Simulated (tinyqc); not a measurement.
# Threshold-voltage variability of a planar MOSFET, analytic estimates, step by step

tinyqc, about 0.01 s, one thread, Intel Xeon 2.30GHz (shared host): `OMP_NUM_THREADS=1 python tinyqc.py 2090166 2090167 out.jsonl` Printed values are rounded.

Three independent sources add in quadrature: random dopants in the depleted layer, metal-gate grains of two orientations, and roughness of the two gate edges acting through the roll-off VT = VT(long) - Vr exp(-L/l). These are first-order estimates: no three-dimensional electrostatics, no percolation.

Values chosen for this exercise; material values close to those of silicon:
- T = 300 K (temperature)
- Eg = 1.12 eV (band gap)
- eps_r = 11.8 (relative permittivity of the semiconductor)
- Nc = 2.81e19 cm^-3 (conduction-band density of states at T)
- Nv = 2.69e19 cm^-3 (valence-band density of states at T)
- Na = 3.9e17 cm^-3 (channel doping)
- ti = 1.1 nm (oxide-equivalent thickness in inversion)
- L = 20 nm (gate length)
- W = 65 nm (gate width)
- G = 10 nm (metal grain size)
- dW = 0.2 eV (work-function difference of the two grain orientations)
- p = 0.5 (share of the orientation of higher work function)
- De = 1.1 nm (rms roughness of one gate edge)
- La = 10 nm (correlation length of the roughness)
- l = 3.9 nm (decay length of the threshold roll-off)
- Vr = 1 V (prefactor of the roll-off)
- n = 1.42 (subthreshold factor)
- gI = 8 1/V (gm/I of a matched pair)
- sb = 1.6 % (spread of the gain factor of one device)
- Nb = 33554432 (number of cells)
- Y = 0.999 (wanted yield)

Constants: q = 1.602176634e-19 C, kB = 1.380649e-23 J/K, Vt = kB T/q, eps0 = 8.8541878128e-14 F/cm where lengths are in cm. Results are converted to the units shown.

Range of the model: The depletion depth exceeds L, so source and drain share much of the charge and the dopant estimate is rough. gI s exceeds 0.2, so the linear formula for the current mismatch is only a rough guide.

## Random dopants

ni = sqrt(Nc Nv) exp(-Eg/(2 Vt)), Eg in volts; Cox = 3.9 eps0/ti; Wd = sqrt(4 eps0 eps_r Vt ln(Na/ni)/(q Na)); dopants: s1 = (q/Cox) sqrt(Na Wd/(3 L W)). The slope A1 = s1 sqrt(L W); mean number of dopants Na L W Wd.

Cox = 3.13921 uF/cm^2
Wd = 54.8602 nm
mean number of dopants = 27.8141
A1 = 0.431013 mV um
s1 = 11.9541 mV

Counting alone, 1/sqrt(N) of the depletion voltage q Na Wd/Cox = 109 mV, would give sqrt(3) times more: dopants deep in the layer act less on the surface.

## Metal grains and edge roughness

Grains: Ng = L W/G^2 (at least 1), s2 = dW sqrt(p (1 - p)/Ng). Edges, with exponential correlation and u = W/La: the mean gate length has sL^2 = 2 De^2 (2/u)[1 - (1 - exp(-u))/u]; s3 = sL (Vr/l) exp(-L/l).

Ng = 13
s2 = 27.7350 mV
sL = 0.793871 nm
dVT/dL = 1.51979 mV/nm
s3 = 1.20652 mV

## Total spread, mismatch and leakage

s = sqrt(s1^2 + s2^2 + s3^2). For a pair: s(dVT) = sqrt(2) s; current mismatch sqrt(2) sqrt((gI s)^2 + sb^2); input offset = current mismatch/gI. For a Gaussian VT the off current is log-normal with mean/median = exp(s^2/(2 (n Vt)^2)).

s = 30.2256 mV
s(dVT) = 42.7455 mV
current mismatch = 34.2712 %
input offset = 42.8390 mV
mean/median of Ioff = 1.40349

The grains give 84.2 % of the variance; without them s would be 12.0 mV. A current mismatch this large is beyond the linear estimate.

## Iteration 1: margin in standard deviations for the wanted yield

k at the start = 2

Cells fail independently with probability Q(k) = erfc(k/sqrt(2))/2 when the margin is k standard deviations, and Y = exp(-Nb Q(k)). phi = exp(-k^2/2)/sqrt(2 pi). Newton steps on ln Q(k) = ln(-ln(Y)/Nb): k(new) = k + [ln Q - ln(-ln(Y)/Nb)] Q/phi.

Q(k) = 0.0227501
phi = 0.0539910
k after iteration 1 = 10.6182

## Iteration 2: margin in standard deviations for the wanted yield

As before.

Q(k) = 1.22675e-26
phi = 1.31394e-25
k after iteration 2 = 7.31055

## Course of the iteration: margin in standard deviations for the wanted yield

Stop when k changes by less than 1e-9, or after 30 iterations.

Course of the iteration:
```
iteration        k  |change|
1          10.6182      8.62
2          7.31055      3.31
3          6.58335     0.727
4          6.54476    0.0386
5          6.54465   1.09e-4
6          6.54465  8.70e-10
```

Converged in 6 iterations. At the end the number of correct digits about doubles with each step. With s(dVT) = 42.7 mV, 6.54 standard deviations are 280 mV.
